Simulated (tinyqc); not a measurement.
Worked calculation: RKS/PBE0 in the sto-3g basis, for H4, spin multiplicity 1. Computed by tinyqc, a small Python program that keeps every step (integrals from PySCF). Settings: charge = 0, multiplicity = 1, basis = sto-3g, energy threshold = 1e-09, iteration cap = 66, orthogonalisation = symmetric, start = random, DIIS depth = 6, method = RKS, functional = pbe0, grid = [20, 50]. Command: `OMP_NUM_THREADS=1 python tinyqc.py 31766 31767 out.jsonl` (the two numbers bound the seeds that draw the settings). One thread of a shared host (Intel(R) Xeon(R) Processor @ 2.60GHz), about 0.3 s of CPU time with the checks. Later iterations appear only in the table of the cycle.

## One-electron integrals

Geometry (angstrom):
```
atom        x        y        z
H     0.00000  0.00000  0.00000
H     0.00000  0.00000  0.71700
H     0.00000  1.84800  0.00000
H     0.00000  1.84800  0.71700
```

Basis sto-3g: exponents (1/bohr^2) and contraction coefficients of normalised primitives:
```
element  l (shell)  exponent  coefficient
H            s (1)   3.42525      0.15433
H            s (1)   0.62391      0.53533
H            s (1)   0.16886      0.44463
```

Overlap, kinetic and nuclear-attraction integrals over the contracted functions; the nuclear repulsion is the sum of Za Zb / Rab.

nuclear repulsion = 2.5827137 hartree

overlap S:
```
         1H 1s    2H 1s    3H 1s    4H 1s
1H 1s  1.00000  0.67494  0.15222  0.12274
2H 1s  0.67494  1.00000  0.12274  0.15222
3H 1s  0.15222  0.12274  1.00000  0.67494
4H 1s  0.12274  0.15222  0.67494  1.00000
```

kinetic energy T (hartree):
```
          1H 1s     2H 1s     3H 1s     4H 1s
1H 1s   0.76003   0.25091  -0.00744  -0.00989
2H 1s   0.25091   0.76003  -0.00989  -0.00744
3H 1s  -0.00744  -0.00989   0.76003   0.25091
4H 1s  -0.00989  -0.00744   0.25091   0.76003
```

nuclear attraction V (hartree):
```
          1H 1s     2H 1s     3H 1s     4H 1s
1H 1s  -2.44913  -1.61544  -0.31158  -0.25748
2H 1s  -1.61544  -2.44913  -0.25748  -0.31158
3H 1s  -0.31158  -0.25748  -2.44913  -1.61544
4H 1s  -0.25748  -0.31158  -1.61544  -2.44913
```

core Hamiltonian H = T + V (hartree):
```
          1H 1s     2H 1s     3H 1s     4H 1s
1H 1s  -1.68910  -1.36452  -0.31902  -0.26737
2H 1s  -1.36452  -1.68910  -0.26737  -0.31902
3H 1s  -0.31902  -0.26737  -1.68910  -1.36452
4H 1s  -0.26737  -0.31902  -1.36452  -1.68910
```

## Two-electron integrals

Functions are numbered as in S; the eight-fold symmetry (ij|kl) = (ji|kl) = (kl|ij) leaves the list below.

Two-electron integrals (ij|kl) in chemists' order, unique and non-zero (hartree):
```
(11|11) 0.77461   (21|11) 0.45778   (21|21) 0.31309   (22|11) 0.57867
(22|21) 0.45778   (22|22) 0.77461   (31|11) 0.07421   (31|21) 0.04684
(31|22) 0.06327   (31|31) 0.01226   (32|11) 0.05537   (32|21) 0.03869
(32|22) 0.05777   (32|31) 0.00939   (32|32) 0.00779   (33|11) 0.28466
(33|21) 0.18799   (33|22) 0.26600   (33|31) 0.07421   (33|32) 0.05777
(33|33) 0.77461   (41|11) 0.05777   (41|21) 0.03869   (41|22) 0.05537
(41|31) 0.00939   (41|32) 0.00771   (41|33) 0.05537   (41|41) 0.00779
(42|11) 0.06327   (42|21) 0.04684   (42|22) 0.07421   (42|31) 0.01056
(42|32) 0.00939   (42|33) 0.06327   (42|41) 0.00939   (42|42) 0.01226
(43|11) 0.18799   (43|21) 0.12849   (43|22) 0.18799   (43|31) 0.04684
(43|32) 0.03869   (43|33) 0.45778   (43|41) 0.03869   (43|42) 0.04684
(43|43) 0.31309   (44|11) 0.26600   (44|21) 0.18799   (44|22) 0.28466
(44|31) 0.06327   (44|32) 0.05537   (44|33) 0.57867   (44|41) 0.05777
(44|42) 0.07421   (44|43) 0.45778   (44|44) 0.77461
```

## Orthogonalisation

S = U s U^T; symmetric (Loewdin) form X = U s^(-1/2) U^T, so that X^T S X = 1.

eigenvalues of S: 0.29558  0.35454  1.39998  1.94990

X:
```
          1H 1s     2H 1s     3H 1s     4H 1s
1H 1s   1.27002  -0.48937  -0.07223   0.00772
2H 1s  -0.48937   1.27002   0.00772  -0.07223
3H 1s  -0.07223   0.00772   1.27002  -0.48937
4H 1s   0.00772  -0.07223  -0.48937   1.27002
```

## Starting guess

The start is random orthonormal orbitals; D = 2 C_occ C_occ^T.

D at the start:
```
          1H 1s     2H 1s     3H 1s     4H 1s
1H 1s   0.16981   0.01652   0.62055  -0.72955
2H 1s   0.01652   0.03250  -0.12216  -0.15972
3H 1s   0.62055  -0.12216   3.34599  -2.14178
4H 1s  -0.72955  -0.15972  -2.14178   3.38933
```

## Iteration 1: exchange-correlation on the grid

Becke grid with 20 radial and 50 angular points per atom, points of zero weight dropped. rho = sum D_ij phi_i phi_j; V_xc,ij = sum w v_xc phi_i phi_j plus the gradient terms; v_xc is d(rho eps)/d rho at fixed gradient. Exact exchange is left to K.

The 8 grid points with the largest w rho, of 3968 (bohr, atomic units):
```
x               y         z        w      rho  |grad rho|^2    eps_xc      v_xc
0.00000   2.62232  -0.86989  0.14141  0.07701       0.03082  -0.29078  -0.35103
-0.86989  3.49221  -0.86989  0.14267  0.07468       0.03081  -0.28898  -0.34573
0.86989   3.49221  -0.86989  0.14267  0.07468       0.03081  -0.28898  -0.34573
0.00000   4.36210   2.22482  0.14267  0.07433       0.03076  -0.28869  -0.34494
0.00000   4.36210  -0.86989  0.14267  0.07399       0.03054  -0.28835  -0.34435
0.86989   3.49221   2.22482  0.14267  0.07347       0.03037  -0.28788  -0.34328
-0.86989  3.49221   2.22482  0.14267  0.07347       0.03037  -0.28788  -0.34328
0.00000   2.83534  -0.65687  0.06645  0.15400       0.13720  -0.35634  -0.43998
```

electrons on the grid, sum of w rho = 4.00003

E_xc = sum of w rho eps_xc = -1.3396746 hartree

V_xc (hartree):
```
          1H 1s     2H 1s     3H 1s     4H 1s
1H 1s  -0.21004  -0.12065  -0.03699  -0.02939
2H 1s  -0.12065  -0.15429  -0.02858  -0.03372
3H 1s  -0.03699  -0.02858  -0.42710  -0.27396
4H 1s  -0.02939  -0.03372  -0.27396  -0.42510
```

## Iteration 1: building the Kohn-Sham matrix

J_ij = sum D_kl (ij|kl), K_ij = sum D_kl (ik|jl); F = H + J - 0.125 K + V_xc; E = tr D H + tr D J / 2 - 0.0625 tr D K + E_xc + E_nn.

Coulomb J (hartree):
```
         1H 1s    2H 1s    3H 1s    4H 1s
1H 1s  1.18833  0.79599  0.27414  0.22363
2H 1s  0.79599  1.14807  0.22329  0.27047
3H 1s  0.27414  0.22329  2.63239  1.76171
4H 1s  0.22363  0.27047  1.76171  2.61833
```

exchange K (hartree):
```
         1H 1s    2H 1s    3H 1s    4H 1s
1H 1s  0.16805  0.09171  0.17045  0.02139
2H 1s  0.09171  0.06272  0.10126  0.04171
3H 1s  0.17045  0.10126  1.69198  1.13581
4H 1s  0.02139  0.04171  1.13581  1.64267
```

Kohn-Sham matrix F (hartree):
```
          1H 1s     2H 1s     3H 1s     4H 1s
1H 1s  -0.73183  -0.70064  -0.10317  -0.07581
2H 1s  -0.70064  -0.70316  -0.08532  -0.08749
3H 1s  -0.10317  -0.08532   0.30469  -0.01875
4H 1s  -0.07581  -0.08749  -0.01875   0.29880
```

total energy of this density = 0.2144771 hartree

## Iteration 1: diagonalisation and new density

Diagonalise F' = X^T F X, C = X C', fill 2 alpha and 2 beta electrons from the bottom; D = 2 C_occ C_occ^T. Each column has its largest component positive (the first on a tie).

F' = X^T F X (hartree):
```
          1         2         3         4
1  -0.46418  -0.39969  -0.07944   0.02583
2  -0.39969  -0.42711   0.01193  -0.05982
3  -0.07944   0.01193   0.59580  -0.40593
4   0.02583  -0.05982  -0.40593   0.58461
```

orbital energies (hartree): MO1 -0.84845, MO2 -0.05293, MO3 0.18673, MO4 1.00377

coefficients C:
```
            MO1       MO2       MO3       MO4
1H 1s   0.57862  -1.22037  -0.07849  -0.16568
2H 1s   0.51919   1.24879  -0.06660   0.15571
3H 1s  -0.00728  -0.05142   0.54328   1.24895
4H 1s  -0.02963   0.04400   0.56380  -1.23977
```

D after iteration 1:
```
          1H 1s     2H 1s     3H 1s     4H 1s
1H 1s   3.64822  -2.44716   0.11708  -0.14169
2H 1s  -2.44716   3.65808  -0.13598   0.07914
3H 1s   0.11708  -0.13598   0.00539  -0.00409
4H 1s  -0.14169   0.07914  -0.00409   0.00563
```

## Iteration 2: exchange-correlation on the grid

As before.

The 8 grid points with the largest w rho, of 3968 (bohr, atomic units):
```
x                y         z        w      rho  |grad rho|^2    eps_xc      v_xc
0.00000   -0.86989   2.22482  0.14267  0.07896       0.03483  -0.29372  -0.35204
0.86989    0.00000   2.22482  0.14267  0.07895       0.03481  -0.29370  -0.35203
-0.86989   0.00000   2.22482  0.14267  0.07895       0.03481  -0.29370  -0.35203
0.86989    0.00000  -0.86989  0.14267  0.07877       0.03463  -0.29350  -0.35177
-0.86989   0.00000  -0.86989  0.14267  0.07877       0.03463  -0.29350  -0.35177
0.00000   -0.86989  -0.86989  0.14267  0.07873       0.03462  -0.29347  -0.35168
0.00000    0.86989  -0.86989  0.14141  0.07896       0.03459  -0.29363  -0.35222
0.00000    0.86989   2.22482  0.14141  0.07895       0.03477  -0.29368  -0.35205
```

electrons on the grid, sum of w rho = 4.00006

E_xc = sum of w rho eps_xc = -1.3936680 hartree

V_xc (hartree):
```
          1H 1s     2H 1s     3H 1s     4H 1s
1H 1s  -0.43145  -0.27681  -0.03251  -0.02642
2H 1s  -0.27681  -0.43163  -0.02648  -0.03234
3H 1s  -0.03251  -0.02648  -0.08490  -0.05349
4H 1s  -0.02642  -0.03234  -0.05349  -0.08054
```

## Iteration 2: building the Kohn-Sham matrix

As before.

Coulomb J (hartree):
```
         1H 1s    2H 1s    3H 1s    4H 1s
1H 1s  2.69970  1.81024  0.27262  0.22363
2H 1s  1.81024  2.70083  0.22366  0.27260
3H 1s  0.27262  0.22366  1.09117  0.74400
4H 1s  0.22363  0.27260  0.74400  1.09054
```

exchange K (hartree):
```
         1H 1s    2H 1s    3H 1s    4H 1s
1H 1s  1.72514  1.15417  0.15306  0.11377
2H 1s  1.15417  1.72712  0.11465  0.14732
3H 1s  0.15306  0.11465  0.02398  0.01702
4H 1s  0.11377  0.14732  0.01702  0.02131
```

Kohn-Sham matrix F (hartree):
```
          1H 1s     2H 1s     3H 1s     4H 1s
1H 1s   0.36351   0.02464  -0.09805  -0.08437
2H 1s   0.02464   0.36421  -0.08452  -0.09717
3H 1s  -0.09805  -0.08452  -0.68583  -0.67613
4H 1s  -0.08437  -0.09717  -0.67613  -0.68176
```

total energy of this density = 0.5361818 hartree

## Iteration 2: DIIS over 2 matrices

error matrix X^T (FDS - SDF) X:
```
          1         2         3         4
1   0.00000  -0.00216   0.30372  -0.05286
2   0.00216   0.00000  -0.07020   0.27625
3  -0.30372   0.07020   0.00000   0.00142
4   0.05286  -0.27625  -0.00142   0.00000
```

B (overlaps of the stored error matrices):
```
                1               2
1   2.3303328e+00  -3.2002407e-01
2  -3.2002407e-01   3.5258310e-01
```

Minimise |sum c_i e_i|^2 with sum c_i = 1: solve [B -1; -1 0][c; lambda] = [0; -1] with B_ij = tr e_i^T e_j, and take F = sum c_i F_i.

DIIS coefficients: 0.20241  0.79759

extrapolated F (hartree):
```
          1H 1s     2H 1s     3H 1s     4H 1s
1H 1s   0.14180  -0.12216  -0.09908  -0.08264
2H 1s  -0.12216   0.14816  -0.08468  -0.09521
3H 1s  -0.09908  -0.08468  -0.48534  -0.54307
4H 1s  -0.08264  -0.09521  -0.54307  -0.48329
```

## Iteration 2: diagonalisation and new density

As before.

F' = X^T F X (hartree):
```
          1         2         3         4
1   0.42539  -0.40163  -0.07631   0.01512
2  -0.40163   0.43356   0.01221  -0.07171
3  -0.07631   0.01221  -0.21123  -0.39759
4   0.01512  -0.07171  -0.39759  -0.20917
```

orbital energies (hartree): MO1 -0.61347, MO2 0.03338, MO3 0.17578, MO4 0.84285

coefficients C:
```
           MO1       MO2       MO3       MO4
1H 1s  0.00740   0.56209   0.09258  -1.23820
2H 1s  0.00522   0.54513  -0.12478   1.24296
3H 1s  0.54752  -0.06247   1.22688   0.22091
4H 1s  0.54308  -0.13179  -1.22335  -0.22097
```

D after iteration 2:
```
          1H 1s     2H 1s     3H 1s     4H 1s
1H 1s   0.63199   0.61290  -0.06213  -0.14012
2H 1s   0.61290   0.59438  -0.06240  -0.13802
3H 1s  -0.06213  -0.06240   0.60736   0.61115
4H 1s  -0.14012  -0.13802   0.61115   0.62460
```

## Iteration 8 (converged): orbitals

converged F (hartree):
```
          1H 1s     2H 1s     3H 1s     4H 1s
1H 1s  -0.28581  -0.43939  -0.10792  -0.09679
2H 1s  -0.43939  -0.28581  -0.09679  -0.10792
3H 1s  -0.10792  -0.09679  -0.28581  -0.43939
4H 1s  -0.09679  -0.10792  -0.43939  -0.28581
```

As before.

F' = X^T F X (hartree):
```
          1         2         3         4
1   0.02759  -0.45193  -0.06515   0.01259
2  -0.45193   0.02759   0.01259  -0.06515
3  -0.06515   0.01259   0.02759  -0.45193
4   0.01259  -0.06515  -0.45193   0.02759
```

orbital energies (hartree): MO1 -0.47690, MO2 -0.37179, MO3 0.40178, MO4 0.55726

coefficients C:
```
           MO1       MO2       MO3       MO4
1H 1s  0.35807   0.42258   0.83972   0.91967
2H 1s  0.35807   0.42258  -0.83972  -0.91967
3H 1s  0.35807  -0.42258   0.83972  -0.91967
4H 1s  0.35807  -0.42258  -0.83972   0.91967
```

D after iteration 8:
```
          1H 1s     2H 1s     3H 1s     4H 1s
1H 1s   0.61357   0.61357  -0.10072  -0.10072
2H 1s   0.61357   0.61357  -0.10072  -0.10072
3H 1s  -0.10072  -0.10072   0.61357   0.61357
4H 1s  -0.10072  -0.10072   0.61357   0.61357
```

## Convergence

Stop when the energy changes by less than 1e-09 hartree and every element of the error matrix X^T (F D S - S D F) X is below 9e-06.

Course of the cycle:
```
iteration  E (hartree)     change  largest element of the error matrix
1            0.2144771          -                             7.35e-01
2            0.5361818   3.22e-01                             3.04e-01
3           -2.2888565  -2.83e+00                             2.35e-02
4           -2.2902420  -1.39e-03                             8.92e-03
5           -2.2902768  -3.48e-05                             4.84e-04
6           -2.2902772  -3.58e-07                             1.59e-04
7           -2.2902772  -1.12e-08                             8.64e-08
8           -2.2902772  -1.02e-14                             5.87e-10
```

PySCF RKS in the same basis, fine grid = -2.2902692 hartree

Converged in 8 iterations. The coarse grid moves the energy by -8.03e-06 hartree.

## Populations, bond orders and dipole

Mulliken: Z minus the diagonal of D S on the atom; Loewdin: the same with S^(1/2) D S^(1/2); Mayer order: 2 sum_s sum (D(s) S)_ij (D(s) S)_ji over the two atoms.

Charges (e):
```
atom   Mulliken    Loewdin
1H     1.03e-10   7.97e-11
2H    -1.03e-10  -7.97e-11
3H    -5.75e-11  -4.77e-11
4H     5.75e-11   4.77e-11
```

Mayer bond orders:
```
pair    order
2-1   1.00000
3-1         0
3-2         0
4-1         0
4-2         0
4-3   1.00000
```

dipole moment about the origin, x y z (debye): 0.00000  0.00000  0.00000
